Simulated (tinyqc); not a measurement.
# Dead time and true rate from two light levels

Inverse problem. A non-paralysable detector measures m = n/(1 + n td); dark counts are negligible. Find td and the true rate at the lower flux.

measured rates at a photon flux and at four times that flux (1/s): 2.8057554e7  6.0937500e7

Answer. 1/m = 1/n + td, so the difference of the inverse rates is 3/(4 n).

td = 10.00 ns
n = 3.900e7 1/s

Numbers from tinyqc (`OMP_NUM_THREADS=1 python tinyqc.py 2630153 2630154 out.jsonl`; about 0.01 s on one thread of a shared Intel Xeon 2.30GHz).
